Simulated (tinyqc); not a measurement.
Raising D: domain walls in a thin film with perpendicular anisotropy: Bloch, Neel and chiral walls, motion and stripe domains. Computed by tinyqc, a small Python program. Command: `OMP_NUM_THREADS=1 python tinyqc.py 3011773 3011774 out.jsonl mwall walk`. One thread of a shared host (Intel(R) Xeon(R) Processor @ 2.30GHz), about 0.01 s of CPU time with the checks.

One-dimensional wall: polar angle theta(x), azimuth phi of the moment in the wall (phi = 0 Neel, 90 degrees Bloch). mu_0 = 1.25663706212e-6 T m/A, gamma = 1.76085963023e11 rad/(s T).

Inputs (values chosen for the exercise, for a model film):

| quantity | value | unit |
|---|---|---|
| saturation magnetisation M_s | 1300 | kA/m |
| exchange stiffness A | 19 | pJ/m |
| uniaxial anisotropy K_u | 1400 | kJ/m^3 |
| DMI constant D | 2.4 | mJ/m^2 |
| thickness t | 2.3 | nm |

Method. K_eff = K_u - mu_0 M_s^2/2; Delta = sqrt(A/K_eff); sigma_0 = 4 sqrt(A K_eff); profile theta = 2 arctan exp(x/Delta); quality factor Q = 2 K_u/(mu_0 M_s^2). sigma(phi) = sigma_0 + 2 Delta K_D cos^2(phi) - pi D cos(phi), with the wall shape anisotropy K_D = N_x mu_0 M_s^2/2, N_x = t ln 2/(pi Delta). The minimum has cos(phi) = D/D_N for D < D_N = 4 Delta K_D/pi and phi = 0 beyond; sigma turns negative at D_c = (sigma_0 + 2 Delta K_D)/pi.

D_N = 0.686088 mJ/m^2

D_c = 3.57032 mJ/m^2

width parameter Delta = 7.49596 nm

sigma_0 = 10.1388 mJ/m^2

Wall against D; the last column is the Kaplan-Gehring width, log10[0.955 t exp(pi sigma/(mu_0 M_s^2 t))/nm], with a dash where it falls below 10 Delta and the formula fails:

| D (mJ/m^2) | phi (degrees) | sigma (mJ/m^2) | sigma/sigma_0 | log10 domain width |
|---|---|---|---|---|
| 0.14 | 78.226 | 10.094 | 0.99557 | 3.1612 |
| 0.34 | 60.293 | 9.874 | 0.97390 | 3.0998 |
| 0.55 | 36.712 | 9.446 | 0.93169 | 2.9803 |
| 0.71 | 0.000 | 8.986 | 0.88630 | 2.8517 |
| 1.40 | 0.000 | 6.818 | 0.67249 | 2.2462 |
| 2.10 | 0.000 | 4.619 | 0.45559 | - |
| 2.90 | 0.000 | 2.106 | 0.20770 | - |
| 3.20 | 0.000 | 1.163 | 0.11475 | - |

What does the comparison show, and why?

D_N is 19 % of D_c, so a small D fixes the chirality long before it lowers the energy much. Beyond D_N sigma falls by pi per unit of D, and the domain width, which has sigma in an exponent, drops by 0.9 decades over the valid rows (values above 6 mean a single domain in any device).

Extremes, crossings and ranges named in words are read from the listed rows.
